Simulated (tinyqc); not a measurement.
Defect equilibria of an oxide against oxygen pressure (mass action): one step, computed by the program tinyqc. Command: `OMP_NUM_THREADS=1 python tinyqc.py 3010035 3010036 out.jsonl brouwer walk`. One thread of a shared host (Intel(R) Xeon(R) Processor @ 2.30GHz), about 0.01 s of CPU time with the checks.

Defects: oxygen vacancies V (charge +2), electrons n, holes p, the ionic partner X = V_M'' (charge -2), and the dopant. Activities are taken equal to concentrations.

Problem. Conductivities. sigma_n = e n mu_n, sigma_p = e p mu_p, sigma_ion = 2 e [V] mu_V with mu_V = 2 e D/(k_B T) and D = D_0 exp(-E_m/k_B T); only the oxygen vacancies carry ionic current, and the ionic transport number is sigma_ion over the total.

Inputs (values chosen for the exercise, for a model oxide):

| quantity | value | unit |
|---|---|---|
| temperature T | 1200 | K |
| electron mobility mu_n | 2.6 | cm^2/(V s) |
| hole mobility mu_p | 0.43 | cm^2/(V s) |
| vacancy diffusion prefactor D_0 | 0.0055 | cm^2/s |
| vacancy migration energy E_m | 0.77 | eV |

Ionic disorder: Schottky, oxide MO. Dopant (singly charged, fully ionised): acceptor.

n = 2.710435e+17 cm^-3

[V] = 1.801374e+20 cm^-3

p = 1.703089e+07 cm^-3

Constants: k_B = 8.617333262e-05 eV/K; e = 1.602176634e-19 C.

Give: sigma_n; sigma_p; sigma_ion; total conductivity; ionic transport number.

Solution.

sigma_n = 0.1129 S/cm

sigma_p = 1.173e-12 S/cm

sigma_ion = 0.003584 S/cm

total conductivity = 0.1165 S/cm

ionic transport number = 0.03076

The conductor is mainly n-type electronic here.
